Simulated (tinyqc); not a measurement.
# Delay unit and parasitic delay from two ring oscillators

Question. A ring of 11 inverters oscillates at 1/(2 x 11 d), with stage delay d = tau (h + p) for fan-out h. Find tau, p and the delay at fan-out 4.

frequencies of 11-stage ring oscillators with fan-out 2 and 6 (GHz): [9.9786059, 4.2106256]

Answer. d is a straight line in h with slope tau and intercept tau p.

tau = 1.560 ps
p = 0.9200
delay at fan-out 4 = 7.675 ps

Numbers from tinyqc (`OMP_NUM_THREADS=1 python tinyqc.py 2082072 2082073 out.jsonl`; about 0.01 s on one thread of a shared Intel Xeon 2.30GHz).
